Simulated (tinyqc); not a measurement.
Tunnelling through a gate dielectric, WKB transmission and Tsu-Esaki current: two steps of the calculation.

Electrons leave the emitter at x = 0. Energies E (motion across the layers) are in eV from the emitter Fermi level; the collector Fermi level lies at -V and offers states at every E. No charge in the dielectric and no image force: F1 = V/t1, U = phi1 - F1 x. With C = hbar^2/(2 m0), kappa = sqrt(m (U - E)/C) where U > E and 0 elsewhere; T(E) = exp(-S), S = 2 times the integral of kappa over x.

Parameters, values chosen for the exercise; dielectric values close to those of silicon nitride: barrier of layer 1 above the emitter Fermi level at zero bias phi1 = 2.16 eV; tunnelling mass of layer 1 m1 = 0.48 m0; thickness of layer 1 t1 = 1.5 nm; voltage across the dielectric V = 0.9 V; energy of the electron followed E = 0 eV; cells in each layer nc = 6.

Constants: q = 1.602176634e-19 C, hbar = 1.054571817e-34 J s, m0 = 9.1093837015e-31 kg, hbar^2/(2 m0) = 0.0380998212 eV nm^2. Results are converted to the units shown.

Problem 1. WKB exponent by the midpoint rule. Cut each layer into nc equal cells, take U and kappa at the cell centres, and sum S = 2 sum kappa h.

Wanted: x; U; kappa; S; T(E).

Solution 1.

| cell | x (nm) | U (eV) | kappa (1/nm) |
|---|---|---|---|
| 0 | 0.125 | 2.085 | 5.125 |
| 1 | 0.375 | 1.935 | 4.937 |
| 2 | 0.625 | 1.785 | 4.742 |
| 3 | 0.875 | 1.635 | 4.539 |
| 4 | 1.125 | 1.485 | 4.325 |
| 5 | 1.375 | 1.335 | 4.101 |

S = 13.88
T(E) = 9.329e-7

Problem 2. WKB exponent in closed form. Each layer adds (2/F) sqrt(m/C) [G(u at its left edge) - G(u at its right edge)] to S, with u = U - E (0 where negative) and G(u) = (2/3) u^1.5. The slope follows from 1/d = -dS/dE.

Find: S; T(E); energy d over which T(E) grows by a factor e.

Solution 2.

S = 13.884
T(E) = 9.3404e-7
energy d over which T(E) grows by a factor e = 0.24344 eV

The midpoint rule gives S = 13.885, so its T(E) is 0.12 % below this value. The band edge stays above E through the whole stack: direct tunnelling through a trapezoid.

Computed by the program tinyqc: `OMP_NUM_THREADS=1 python tinyqc.py 2540055 2540056 out.jsonl`, one thread of a shared Intel Xeon 2.30GHz, about 0.03 s for the whole run.
